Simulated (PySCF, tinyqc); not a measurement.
Inside a calculation. Method: CIS on RHF in the sto-3g basis, for H4, spin multiplicity 1. The lowest restricted solution is unstable here: a spin-polarised one lies 0.0396 hartree lower (PySCF). Computed by tinyqc, a small Python program that keeps every step (integrals from PySCF). Settings: charge = 0, multiplicity = 1, basis = sto-3g, method = RHF, energy threshold = 1e-10, iteration cap = 70, orthogonalisation = canonical, start = atomic densities, DIIS depth = 6. Command: `OMP_NUM_THREADS=1 python tinyqc.py 21845 21846 out.jsonl` (the two numbers bound the seeds that draw the settings). One thread of a shared host (Intel(R) Xeon(R) Processor @ 2.60GHz), about 0.07 s of CPU time with the checks. The early iterations of the SCF are left out here.

## One-electron integrals

Geometry (angstrom):
```
atom         x         y         z
H     0.000000  0.000000  0.000000
H     0.000000  0.000000  1.223000
H     0.000000  1.044000  0.000000
H     0.000000  1.044000  1.223000
```

Basis sto-3g: exponents (1/bohr^2) and contraction coefficients of normalised primitives:
```
element  l (shell)  exponent  coefficient
H            s (1)  3.425251     0.154329
H            s (1)  0.623914     0.535328
H            s (1)  0.168855     0.444635
```

Overlap, kinetic and nuclear-attraction integrals over the contracted functions; the nuclear repulsion is the sum of Za Zb / Rab.

nuclear repulsion = 2.53730558 hartree

overlap S, lower triangle:
```
          1H 1s     2H 1s     3H 1s     4H 1s
1H 1s  1.000000
2H 1s  0.375590  1.000000
3H 1s  0.470941  0.219479  1.000000
4H 1s  0.219479  0.470941  0.375590  1.000000
```

kinetic energy T (hartree), lower triangle:
```
          1H 1s     2H 1s     3H 1s     4H 1s
1H 1s  0.760032
2H 1s  0.047929  0.760032
3H 1s  0.095793  0.001960  0.760032
4H 1s  0.001960  0.095793  0.047929  0.760032
```

nuclear attraction V (hartree), lower triangle:
```
           1H 1s      2H 1s      3H 1s      4H 1s
1H 1s  -2.475831
2H 1s  -0.862102  -2.475831
3H 1s  -1.105035  -0.513375  -2.475831
4H 1s  -0.513375  -1.105035  -0.862102  -2.475831
```

core Hamiltonian H = T + V (hartree), lower triangle:
```
           1H 1s      2H 1s      3H 1s      4H 1s
1H 1s  -1.715799
2H 1s  -0.814174  -1.715799
3H 1s  -1.009243  -0.511415  -1.715799
4H 1s  -0.511415  -1.009243  -0.814174  -1.715799
```

## Two-electron integrals

Functions are numbered as in S; the eight-fold symmetry (ij|kl) = (ji|kl) = (kl|ij) leaves the list below.

Two-electron integrals (ij|kl) in chemists' order, unique and non-zero (hartree):
```
(11|11) 0.774606   (21|11) 0.218523   (21|21) 0.085446   (22|11) 0.411598
(22|21) 0.218523   (22|22) 0.774606   (31|11) 0.289449   (31|21) 0.088231
(31|22) 0.177762   (31|31) 0.140472   (32|11) 0.107997   (32|21) 0.043502
(32|22) 0.114163   (32|31) 0.053948   (32|32) 0.026712   (33|11) 0.463945
(33|21) 0.151965   (33|22) 0.324576   (33|31) 0.289449   (33|32) 0.114163
(33|33) 0.774606   (41|11) 0.114163   (41|21) 0.043502   (41|22) 0.107997
(41|31) 0.053948   (41|32) 0.026356   (41|33) 0.107997   (41|41) 0.026712
(42|11) 0.177762   (42|21) 0.088231   (42|22) 0.289449   (42|31) 0.086724
(42|32) 0.053948   (42|33) 0.177762   (42|41) 0.053948   (42|42) 0.140472
(43|11) 0.151965   (43|21) 0.059885   (43|22) 0.151965   (43|31) 0.088231
(43|32) 0.043502   (43|33) 0.218523   (43|41) 0.043502   (43|42) 0.088231
(43|43) 0.085446   (44|11) 0.324576   (44|21) 0.151965   (44|22) 0.463945
(44|31) 0.177762   (44|32) 0.107997   (44|33) 0.411598   (44|41) 0.114163
(44|42) 0.289449   (44|43) 0.218523   (44|44) 0.774606
```

## Orthogonalisation

S = U s U^T; canonical form X = U s^(-1/2), so that X^T S X = 1. Each column of U has its largest component positive (the first on a tie).

eigenvalues of S: 0.372948  0.685170  0.875872  2.066011

X:
```
               1          2          3         4
1H 1s   0.818740   0.604047   0.534256  0.347859
2H 1s  -0.818740   0.604047  -0.534256  0.347859
3H 1s  -0.818740  -0.604047   0.534256  0.347859
4H 1s   0.818740  -0.604047  -0.534256  0.347859
```

## Starting guess

The start is atomic minimal-basis densities projected into this basis (PySCF's MINAO start) and scaled to the electron count of each spin; this density is not idempotent, so its energy is not variational and may lie below the converged one.

D at the start, lower triangle:
```
          1H 1s     2H 1s     3H 1s     4H 1s
1H 1s  0.927455
2H 1s  0.075685  0.927455
3H 1s  0.081757  0.025587  0.927455
4H 1s  0.025587  0.081757  0.075685  0.927455
```

## Iteration 3 (converged): orbitals

converged F (hartree), lower triangle:
```
           1H 1s      2H 1s      3H 1s      4H 1s
1H 1s  -0.272809
2H 1s  -0.285688  -0.272809
3H 1s  -0.486447  -0.244227  -0.272809
4H 1s  -0.244227  -0.486447  -0.285688  -0.272809
```

Diagonalise F' = X^T F X, C = X C', fill 2 alpha and 2 beta electrons from the bottom; D = 2 C_occ C_occ^T. Each column has its largest component positive (the first on a tie).

F' = X^T F X (hartree), lower triangle:
```
          1         2          3          4
1  0.684008
2  0.000000  0.251291
3  0.000000  0.000000  -0.261842
4  0.000000  0.000000   0.000000  -0.623990
```

orbital energies (hartree): MO1 -0.623990, MO2 -0.261842, MO3 0.251291, MO4 0.684008

coefficients C:
```
            MO1        MO2        MO3        MO4
1H 1s  0.347859   0.534256   0.604047   0.818740
2H 1s  0.347859  -0.534256   0.604047  -0.818740
3H 1s  0.347859   0.534256  -0.604047  -0.818740
4H 1s  0.347859  -0.534256  -0.604047   0.818740
```

D after iteration 3, lower triangle:
```
           1H 1s      2H 1s      3H 1s     4H 1s
1H 1s   0.812872
2H 1s  -0.328848   0.812872
3H 1s   0.812872  -0.328848   0.812872
4H 1s  -0.328848   0.812872  -0.328848  0.812872
```

## Convergence

Stop when the energy changes by less than 1e-10 hartree and every element of the error matrix X^T (F D S - S D F) X is below 3e-06.

Course of the cycle:
```
iteration  E (hartree)     change  largest element of the error matrix
1          -1.60162596          -                             5.69e-16
2          -1.90691467  -3.05e-01                             7.90e-16
3          -1.90691467   1.78e-15                             8.22e-16
```

PySCF RHF in the same basis = -1.90691467 hartree

Converged in 3 iterations.

## Populations, bond orders and dipole

Mulliken: Z minus the diagonal of D S on the atom; Loewdin: the same with S^(1/2) D S^(1/2); Mayer order: 2 sum_s sum (D(s) S)_ij (D(s) S)_ji over the two atoms.

Charges (e):
```
atom  Mulliken  Loewdin
1H           0        0
2H           0        0
3H           0        0
4H           0        0
```

Mayer bond orders:
```
pair     order
2-1          0
3-1   1.000000
3-2          0
4-1          0
4-2   1.000000
4-3          0
```

dipole moment about the origin, x y z (debye): 0.000000  0.000000  0.000000

## Integrals over molecular orbitals

(pq|rs) = sum C_ip C_jq C_kr C_ls (ij|kl), one index at a time.

one-electron integrals over orbitals h = C^T H C (hartree), lower triangle:
```
           1          2          3          4
1  -1.960605
2   0.000000  -1.597783
3   0.000000   0.000000  -1.473086
4   0.000000   0.000000   0.000000  -1.082721
```

Two-electron integrals over orbitals (pq|rs), unique and non-zero (hartree):
```
(11|11) 0.500820   (21|21) 0.145977   (22|11) 0.490886   (22|22) 0.500146
(31|31) 0.126281   (32|32) 0.083185   (33|11) 0.486593   (33|22) 0.480328
(33|33) 0.494241   (41|32) 0.081958   (41|41) 0.080796   (42|31) 0.127412
(42|42) 0.139730   (43|21) 0.145177   (43|43) 0.159592   (44|11) 0.492723
(44|22) 0.500905   (44|33) 0.500414   (44|44) 0.521253
```

## CIS matrix, singlets

A(ia,jb) = (e_a - e_i) d_ij d_ab + 2 (ia|jb) - (ij|ab).

CIS matrix A, singlet (hartree), lower triangle:
```
          1>3       1>4       2>3       2>4
1>3  0.641250
1>4  0.000000  0.976868
2>3  0.000000  0.018739  0.199176
2>4  0.109647  0.000000  0.000000  0.724406
```

## CIS singlet states

dipole integrals <i|r|a> (bohr):
```
            x          y         z
1>3  0.000000  -1.140494  0.000000
1>4  0.000000   0.000000  0.000000
2>3  0.000000   0.000000  0.000000
2>4  0.000000  -1.077692  0.000000
```

Diagonalise A (1 hartree = 27.211386 eV); each vector has its largest component positive (the first on a tie). The transition dipole is mu = sqrt2 sum c_ia <i|r|a>.

singlet excitation energies (eV): 5.407562  15.389742  21.771649  26.594208

lowest vectors:
```
       state 1    state 2   state 3   state 4
1>3   0.000000   0.822972  0.568082  0.000000
1>4  -0.024075   0.000000  0.000000  0.999710
2>3   0.999710   0.000000  0.000000  0.024075
2>4   0.000000  -0.568082  0.822972  0.000000
```

oscillator strengths 2/3 w |mu|^2: 0.000000  0.080326  2.512961  0.000000

## CIS matrix, triplets

A(ia,jb) = (e_a - e_i) d_ij d_ab - (ij|ab).

CIS matrix A, triplet (hartree), lower triangle:
```
           1>3        1>4       2>3       2>4
1>3   0.388688
1>4   0.000000   0.815276
2>3   0.000000  -0.145177  0.032805
2>4  -0.145177   0.000000  0.000000  0.444946
```

## CIS triplet states

Diagonalise A (1 hartree = 27.211386 eV); each vector has its largest component positive (the first on a tie).

triplet excitation energies (eV): 0.183348  7.318228  15.366097  22.894119

lowest vectors:
```
      state 1   state 2    state 3    state 4
1>3  0.000000  0.771433  -0.636311   0.000000
1>4  0.176729  0.000000   0.000000   0.984260
2>3  0.984260  0.000000   0.000000  -0.176729
2>4  0.000000  0.636311   0.771433   0.000000
```
